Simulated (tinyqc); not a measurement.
Threshold of a short bulk MOSFET: charge sharing, barrier lowering, narrow width: one step of the calculation.

n-channel device on a p-type body, depletion approximation, full ionisation. Uniform doping N = Na. Vbi from Boltzmann statistics is rough for the degenerate source. Cox = eps0 eox/tox.

Task. Long-channel threshold and scales. ni = sqrt(Nc Nv) exp(-Eg/(2 Vt)), Eg in volts; 2 pB = 2 Vt ln(N/ni); flat band Vfb - Vt ln(N/Na); Wd = sqrt(2 eps0 eps_r (2 pB - Vbs)/(q N)); body term q N Wd/Cox; long-channel VT0 = flat band + 2 pB + body term; Vbi = Vt ln(N Nsd/ni^2); scale length l = sqrt((eps_r/eox) tox Wd).

Parameters, values chosen for the exercise; band and dielectric values close to those of silicon: temperature T = 400 K; band gap Eg = 1.1 eV; relative permittivity eps_r = 11.6; conduction-band density of states at T Nc = 4.26e19 cm^-3; valence-band density of states at T Nv = 4.13e19 cm^-3; relative permittivity of the gate insulator (close to silicon dioxide) eox = 3.9; insulator thickness tox = 4.6 nm; channel doping Na = 1.8e18 cm^-3; source and drain doping Nsd = 1e20 cm^-3; flat-band voltage for the doping Na Vfb = -0.84 V; body-source voltage Vbs = 0 V.

Constants: q = 1.602176634e-19 C, kB = 1.380649e-23 J/K, Vt = kB T/q, eps0 = 8.8541878128e-14 F/cm where lengths are in cm. Results are converted to the units shown.

Wanted: N; 2 pB; flat band; Wd; body term; VT0; Vbi; l.

Result.

N = 1.8000e18 cm^-3
2 pB = 0.88294 V
flat band = -0.84000 V
Wd = 25.078 nm
body term = 0.96343 V
VT0 = 1.0064 V
Vbi = 1.0214 V
l = 18.523 nm

tinyqc, about 0.01 s, one thread, Intel Xeon 2.30GHz (shared host): `OMP_NUM_THREADS=1 python tinyqc.py 2002006 2002007 out.jsonl`
